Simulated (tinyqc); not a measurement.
From results back to parameters: parabolic quantum dot in a magnetic field (Fock-Darwin). Five cases, with inputs chosen for the exercise.

Problem. The two far-infrared modes of a parabolic dot are W +/- wc/2 with W = sqrt(w0^2 + wc^2/4) and hbar wc = 2 muB B/m. They were computed from hidden w0 and m.

Constants: muB = 5.788381798e-05 eV/T.

Find: hbar wc; m; hbar w0.

Method. Their difference is hbar wc and their product (hbar w0)^2.

Case 1.

Values chosen (out of a larger set: near those of a gate-defined dot in Si; not measured data): B = 8.53 T (magnetic field).

modes (meV): 7.39910  2.27190

Solution.

hbar wc = 5.127 meV
m = 0.1926 m0
hbar w0 = 4.10 meV

Case 2.

Values chosen (out of a larger set: near those of a gate-defined dot in GaAs; not measured data): B = 1.14 T (magnetic field).

modes (meV): 2.69430  0.72746

Solution.

hbar wc = 1.967 meV
m = 0.0671 m0
hbar w0 = 1.40 meV

Case 3.

Values chosen (out of a larger set: near those of a gate-defined dot in InAs; not measured data): B = 1.48 T (magnetic field).

modes (meV): 8.04132  2.19367

Solution.

hbar wc = 5.848 meV
m = 0.0293 m0
hbar w0 = 4.20 meV

Case 4.

Values chosen (out of a larger set: near those of a gate-defined dot in InGaAs; not measured data): B = 1.46 T (magnetic field).

modes (meV): 9.63051  5.84081

Solution.

hbar wc = 3.790 meV
m = 0.0446 m0
hbar w0 = 7.50 meV

Case 5.

Values chosen (out of a larger set: near those of a gate-defined dot in GaAs; not measured data): B = 2.95 T (magnetic field).

modes (meV): 8.59196  3.39387

Solution.

hbar wc = 5.198 meV
m = 0.0657 m0
hbar w0 = 5.40 meV

Computed by tinyqc, one run a case: `OMP_NUM_THREADS=1 python tinyqc.py N N+1 out.jsonl` with N = 1250837, 1250891, 1250981, 1250984, 1251079; one thread of a shared Intel(R) Xeon(R) Processor @ 2.30GHz, about 0.09 s a run at most.
